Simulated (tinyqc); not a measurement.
# Frequency dispersion of an accumulation capacitance by border traps, distributed model: what changes with what

Traps spread evenly through the insulator exchange electrons with the semiconductor by tunnelling, with tau(x) = t0 exp(2 ka x) at depth x from the interface. The admittance per area Y seen at depth x obeys dY/dx = -Y^2/(i w eps0 eox) + q Nb ln(1 + i w tau)/tau, with Y(0) = i w Cs and w = 2 pi f; the gate sees Y(tox) = G + i w C. Working variable y = Y/(i w), in uF/cm^2. Cox = eps0 eox/tox.

Values chosen for this exercise; permittivity close to that of silicon dioxide:

| symbol | value | unit | meaning |
|---|---|---|---|
| eox | 3.99 |  | relative permittivity of the insulator |
| tox | 4 | nm | insulator thickness |
| Cs | 6.2 | uF/cm^2 | semiconductor capacitance in accumulation |
| Nb | 1.3e20 | cm^-3 eV^-1 | density of border traps |
| ka | 4.3 | 1/nm | decay constant of the wave function in the insulator |
| t0 | 1e-8 | s | time constant of a trap at the interface |
| f | 1e6 | Hz | frequency |

Constants: q = 1.602176634e-19 C, eps0 = 8.8541878128e-14 F/cm where lengths are in cm. Results are converted to the units shown.

Each table varies one quantity; the others keep the values above.

## Capacitance and loss against frequency

Cox; trap-free value 1/(1/Cox + 1/Cs); response depth d = ln(1/(w t0))/(2 ka), where w tau = 1; lumped estimate: all traps within d act as C_bt = q Nb d placed at d/2, so C = 1/{1/[1/(1/Cs + d/(2 eps0 eox)) + C_bt] + (tox - d/2)/(eps0 eox)}. C and G from a fine integration; dispersion -d C/d log10 f over C, from f times and over 1.1. For a broad spread of time constants G/w is close to -(pi/2) dC/d ln w.

The same in every row: trap-free C (uF/cm^2) = 0.7731.

Result of one run:
```
f (Hz),d (nm),C (uF/cm^2),G/w (uF/cm^2),dispersion (% a decade),-(pi/2) dC/d ln w (uF/cm^2),lumped C (uF/cm^2)
10000,0.8573,0.8631,0.02755,4.668,0.02749,0.8342
```

What becomes of these results when the frequency f is changed from 10000 to 1e5 Hz, all else the same?

Result of the changed run:
```
f (Hz),d (nm),C (uF/cm^2),G/w (uF/cm^2),dispersion (% a decade),-(pi/2) dC/d ln w (uF/cm^2),lumped C (uF/cm^2)
1e5,0.5895,0.8274,0.02131,3.769,0.02127,0.8084
```

The whole series:
```
f (Hz),d (nm),C (uF/cm^2),G/w (uF/cm^2),dispersion (% a decade),-(pi/2) dC/d ln w (uF/cm^2),lumped C (uF/cm^2)
10,1.660,1.030,0.04983,7.058,0.04958,0.9395
100,1.393,0.9633,0.04147,6.285,0.04130,0.9002
1000,1.125,0.9082,0.03418,5.500,0.03407,0.8650
10000,0.8573,0.8631,0.02755,4.668,0.02749,0.8342
1e5,0.5895,0.8274,0.02131,3.769,0.02127,0.8084
1e6,0.3218,0.8006,0.01531,2.804,0.01532,0.7884
1e7,0.05404,0.7824,0.009150,1.747,0.009325,0.7750
```

C falls from 1.030 to 0.7824 uF/cm^2, towards the trap-free 0.7731; each decade of frequency removes ln 10/(2 ka) = 0.268 nm from the response depth. The dispersion falls from 7.06 to 1.75 % a decade and G/w falls from 0.0498 to 0.00915 uF/cm^2. G/w lies between 0.981 and 1.01 times -(pi/2) dC/d ln w, the relation for a broad spread of time constants.

## Effect of the insulator thickness

Same model as above.

The same in every row: d (nm) = 0.3218.

Effect of the insulator thickness:
```
tox (nm),C (uF/cm^2),G/w (uF/cm^2),dispersion (% a decade),-(pi/2) dC/d ln w (uF/cm^2),lumped C (uF/cm^2),trap-free C (uF/cm^2)
2,1.464,0.05120,5.085,0.05077,1.424,1.375
2.8,1.099,0.02888,3.838,0.02878,1.077,1.048
3.9,0.8192,0.01603,2.869,0.01603,0.8064,0.7904
5.4,0.6078,0.008823,2.134,0.008848,0.6007,0.5918
7.5,0.4465,0.004761,1.570,0.004784,0.4427,0.4378
10,0.3393,0.002749,1.195,0.002766,0.3371,0.3342
14,0.2451,0.001435,0.8641,0.001445,0.2440,0.2425
20,0.1731,7.153e-4,0.6106,7.209e-4,0.1725,0.1717
```

What does the table show?

As tox goes from 2 to 20, C falls from 1.46 to 0.173 uF/cm^2, the dispersion falls from 5.09 to 0.611 % a decade and G/w falls from 0.0512 to 7.15e-4 uF/cm^2. The lumped estimate is 2.7 % below C in the first row and 0.34 % below it in the last.

Numbers from tinyqc (`OMP_NUM_THREADS=1 python tinyqc.py 2202053 2202054 out.jsonl`; about 0.5 s on one thread of a shared Intel Xeon 2.30GHz).
